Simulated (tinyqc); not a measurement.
# Worked calculation: quantum-well laser, gain and threshold

tinyqc, about 0.01 s, one thread, Intel Xeon 2.30GHz (shared host): `OMP_NUM_THREADS=1 python tinyqc.py 2840008 2840009 out.jsonl` Printed values are rounded.

One electron and one heavy-hole subband per well, parabolic, with equal sheet densities n of electrons and holes; k-conserving transitions, TE polarisation, no line broadening, so the gain starts as a step at E0 and peaks there. All wells are pumped alike.

Values chosen for this exercise; well values close to those of gallium arsenide: temperature T = 300 K; lowest transition energy E0 = 1.56 eV; in-plane electron mass me = 0.066 m0; in-plane hole mass mh = 0.371 m0; Kane energy Ep = 26.6 eV; refractive index nr = 3.44; well width Lw = 8 nm; number of wells Nw = 4; optical confinement per well Gw = 0.014; internal loss ai = 2 1/cm; cavity length Lc = 1000 um; front reflectance R1 = 0.32; back reflectance R2 = 0.3; defect recombination coefficient A = 2.6e7 1/s; radiative coefficient per well B = 7.7e-5 cm^2/s; Auger coefficient per well C = 1e-17 cm^4/s; injection efficiency eta = 0.91; stripe width Wd = 2 um.

Constants: q = 1.602176634e-19 C, kB = 1.380649e-23 J/K, eps0 = 8.8541878128e-12 F/m, hbar = 1.054571817e-34 J s, m0 = 9.1093837015e-31 kg, c = 299792458 m/s, Vt = kB T/q. Results are converted to the units shown.

Range of the model: The second hole subband, left out here, lies within about 2 Vt of the first in a well this wide.

## Densities of states, saturated gain and threshold gain

Nc = me kB T/(pi hbar^2), Nv = mh kB T/(pi hbar^2), mr = me mh/(me + mh) in m0, g0(E) = q^2 Ep mr/(4 nr eps0 c hbar E Lw) (squared momentum element m0 Ep/4, joint density of states mr/(pi hbar^2 Lw) for both spins). Mirror loss am = ln(1/(R1 R2))/(2 Lc); threshold gain gth = (ai + am)/(Nw Gw).

Nc = 7.127468e11 cm^-2
Nv = 4.006501e12 cm^-2
mr = 0.05603204 m0
g0(E0) = 7959.031 1/cm
am = 11.71704 1/cm
gth = 244.9471 1/cm

## Iteration 1: threshold density by Newton steps

n at the start = 1.4e12 cm^-2

fe = 1 - exp(-n/Nc) and fh = 1 - exp(-n/Nv) are the fillings of the two band edges; f = g0 (fe + fh - 1) - gth; f' = g0 [(1 - fe)/Nc + (1 - fh)/Nv]; n(new) = n - f/f'.

fe = 0.8597364
fh = 0.2949116
f = 985.9014 1/cm
f' = 2.966960e-9 cm
n after iteration 1 = 1.067707e12 cm^-2

## Iteration 2: threshold density by Newton steps

As before.

fe = 0.7764269
fh = 0.2339390
f = -162.4445 1/cm
f' = 4.018377e-9 cm
n after iteration 2 = 1.108132e12 cm^-2

## Course of the iteration: threshold density by Newton steps

Stop when n changes by less than 1000 cm^-2, or after 30 iterations. n must stay positive.

Course of the iteration:
```
iteration	n (cm^-2)	|change| (cm^-2)
1	1.067707e12	3.32e11
2	1.108132e12	4.04e10
3	1.108939e12	8.07e8
4	1.108939e12	3.10e5
5	1.108939e12	0.0457
```

Converged in 5 iterations. At the end the number of correct digits about doubles with each step.

## Quasi-Fermi levels and threshold current

nth = 1.108939e12 cm^-2

Fc = Vt ln(exp(n/Nc) - 1) above the electron subband edge, Fv = Vt ln(exp(n/Nv) - 1) below the hole subband edge; gain extends from E0 to E0 + Fc + Fv. Jth = q Nw (A n + B n^2 + C n^3)/eta at n = nth, Ith = Jth Wd Lc; differential efficiency of both facets eta am/(ai + am).

Fc = 0.03409541 eV
Fv = -0.02954708 eV
width of the gain band = 0.004548333 eV
Jth = 96.59537 A/cm^2
Ith = 1.931907 mA
differential efficiency = 0.7773183

The electrons are degenerate and the holes not degenerate at the band edge. Defect, radiative and Auger recombination carry 21, 69 and 9.9 % of the threshold current. Transparency (g = 0) needs n = 1.05e12 cm^-2.

## Gain spectrum at threshold

E - E0, point 0 to 7 (eV): 0  0.0009  0.0018  0.0027  0.0036  0.0045  0.0054  0.0063

At photon energy E: fe = 1/(1 + exp(((mr/me)(E - E0) - Fc)/Vt)), fh = 1/(1 + exp(((mr/mh)(E - E0) - Fv)/Vt)), g = g0(E0)(E0/E)(fe + fh - 1).

```
point	fe	fh	g (1/cm)
0	0.7889936	0.2417824	244.9471
1	0.7840310	0.2408198	197.6748
2	0.7789845	0.2398599	149.8099
3	0.7738540	0.2389025	101.3543
4	0.7686398	0.2379478	52.3106
5	0.7633422	0.2369957	2.6817
6	0.7579614	0.2360463	-47.5283
7	0.7524980	0.2350994	-98.3152
```

The gain turns into absorption at E - E0 = Fc + Fv = 0.00455 eV (Bernard-Duraffourg condition), inside the listed range.
